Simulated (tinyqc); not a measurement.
Read current of a NAND string, cells in series solved by shooting: one step of the calculation.

Cells in series, numbered from 0 at the source line (0 V) to the bit line, each followed by a gap resistance Rg. A cell with gate Vg, threshold VT, source Vs and drain Vd passes I = 2 nf K Vt^2 [F(Vs) - F(Vd)]/(1 + th max(Vg - VT, 0)), F(V) = ln^2(1 + exp((Vg - VT - nf V)/(2 nf Vt))). The selected cell has Vg = Vr, the others Vg = Vp.

Problem. Node voltages for a trial current. For a trial current I start at 0 V and, cell by cell (the selected one is cell 2), solve for the drain: sqrt(F(Vd)) = sqrt(F(Vs) - I/k), k = 2 nf K Vt^2/(1 + th max(Vg - VT, 0)), Vd = [Vg - VT - 2 nf Vt ln(exp(sqrt F) - 1)]/nf, then add I Rg.

Values chosen for this exercise; values of the order met in vertical NAND strings:

| symbol | value | unit | meaning |
|---|---|---|---|
| T | 358 | K | temperature |
| K | 5 | uA/V^2 | gain factor of a cell |
| nf | 1.4 |  | slope factor |
| th | 0.11 | 1/V | mobility reduction factor |
| Rg | 1.9 | kohm | resistance of the gap between cells |
| Vbl | 0.7 | V | bit-line voltage |
| Vp | 7.5 | V | pass voltage |
| Vr | 2.7 | V | read voltage on the selected word line |

Constants: q = 1.602176634e-19 C, kB = 1.380649e-23 J/K, Vt = kB T/q. Results are converted to the units shown.

first trial current = 1.3 uA
thresholds from the source end, cell 0 to 3 (V): [-2.2, -2.2, 0.9, 3.4]

Find: node voltage after each cell and gap, trial 1.

Solution.

node voltage after each cell and gap, trial 1, cell 0 to 3 (V): [0.05810, 0.1167, 0.3281, 0.4364]

Numbers from tinyqc (`OMP_NUM_THREADS=1 python tinyqc.py 2142239 2142240 out.jsonl`; about 0.7 s on one thread of a shared Intel Xeon 2.30GHz).
